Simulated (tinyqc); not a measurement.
Dopants and charged point defects at anneal temperature: Fermi-level effect, clustering and pairing. Changing the anneal temperature T. Computed by tinyqc, a small Python program. Command: `OMP_NUM_THREADS=1 python tinyqc.py 3030079 3030080 out.jsonl pairing sweep`. One thread of a shared host (Intel(R) Xeon(R) Processor @ 2.30GHz), about 0.05 s of CPU time with the checks.

Boltzmann statistics and full ionisation of active dopants. Energies are counted from the valence band; the defect (a vacancy or self-interstitial) has five charge states, with all degeneracy factors one.

Inputs (values chosen for the exercise, with bands modelled on silicon):

| quantity | value | unit |
|---|---|---|
| gap at 0 K E_g0 | 1.18 | eV |
| Varshni alpha | 0.000459 | eV/K |
| Varshni beta | 658 | K |
| electron mass m_e | 0.326 | m_0 |
| valleys M_c | 6 | - |
| hole mass m_h | 0.839 | m_0 |
| total dopant density N | 6.6e+20 | cm^-3 |
| formation enthalpy of the neutral defect H_f | 2.46 | eV |
| formation entropy S_f | 8.4 | k_B |
| site density N_s | 3.6e+22 | cm^-3 |
| dopant atoms per cluster k | 2 | - |
| cluster binding energy E_b | 0.999 | eV |

Dopant: donor. Second part: clustering of the dopant.

defect levels as fractions of E_g(T): (2+/+), (+/0), (0/-), (-/2-): 0.19  0.29  0.69  0.72

Constants: m_0 = 9.1093837015e-31 kg; k_B = 1.380649e-23 J/K; h = 6.62607015e-34 J s; k_B = 8.617333262e-05 eV/K.

Method:
- E_g = E_g0 - alpha T^2/(T + beta).
- N_c = 2 M_c (2 pi m_e k_B T/h^2)^(3/2) and N_v = 2 (2 pi m_h k_B T/h^2)^(3/2), masses in units of m_0.
- n_i = sqrt(N_c N_v) exp(-E_g/2 k_B T); E_i = E_g/2 + (k_B T/2) ln(N_v/N_c).
- n = A/2 + sqrt(A^2/4 + n_i^2) for an active density A.
- k ionised dopants and k carriers form one neutral cluster: C = N_s (A/N_s)^k (n/N_b)^k exp(E_b/k_B T), N_b the effective density of states of the majority band, and N = A + k C (60 bisections in ln A between ln N - 90 and ln N).
- chi = n/n_i (for acceptors n_i/p); E_F = E_i + k_B T ln chi; field enhancement h = 1 + A/sqrt(A^2 + 4 n_i^2).
- C_0 = N_s exp(S_f/k_B) exp(-H_f/k_B T). Ratios to the neutral state at E_F = E_i: r_+ = exp((E(+/0) - E_i)/k_B T), r_2+ = r_+ exp((E(2+/+) - E_i)/k_B T), r_- = exp((E_i - E(0/-))/k_B T), r_2- = r_- exp((E_i - E(-/2-))/k_B T); at other E_F state q scales as chi^(-q). The enhancement is sum r_q chi^(-q)/sum r_q. The charge on the defects is left out of neutrality.

One run for each value:

| anneal temperature T (K) | all defects, doped (cm^-3) | enhancement over intrinsic | n_i (cm^-3) | active density A (cm^-3) | mean charge (e) |
|---|---|---|---|---|---|
| 581 | 4.1288e+07 | 546.45 | 1.6653e+15 | 3.4737e+18 | -1.9403 |
| 640 | 2.1710e+09 | 304.71 | 6.0844e+15 | 5.9102e+18 | -1.9224 |
| 700 | 6.0671e+10 | 182.12 | 1.8481e+16 | 9.3067e+18 | -1.9019 |
| 759 | 9.4924e+11 | 116.66 | 4.7096e+16 | 1.3621e+19 | -1.8798 |
| 818 | 9.8998e+12 | 78.39 | 1.0612e+17 | 1.8937e+19 | -1.8558 |
| 877 | 7.4776e+13 | 54.77 | 2.1653e+17 | 2.5259e+19 | -1.8299 |
| 937 | 4.4750e+14 | 39.31 | 4.1152e+17 | 3.2702e+19 | -1.8018 |
| 996 | 2.0968e+15 | 29.16 | 7.2306e+17 | 4.0979e+19 | -1.7724 |

Describe and explain the trends.

Over the rows, all defects, doped (cm^-3) rises from 4.13e7 to 2.10e15 (exponent d ln y / d ln x 41 between the first rows and 25 between the last); enhancement over intrinsic falls from 546 to 29.2 (exponent d ln y / d ln x -6.0 between the first rows and -4.9 between the last); n_i (cm^-3) rises from 1.67e15 to 7.23e17 (exponent d ln y / d ln x 13 between the first rows and 9.2 between the last). A line through ln(all defects) against 1/(k_B T) gives 2.13 eV, against H_f = 2.46 eV for the neutral state alone.
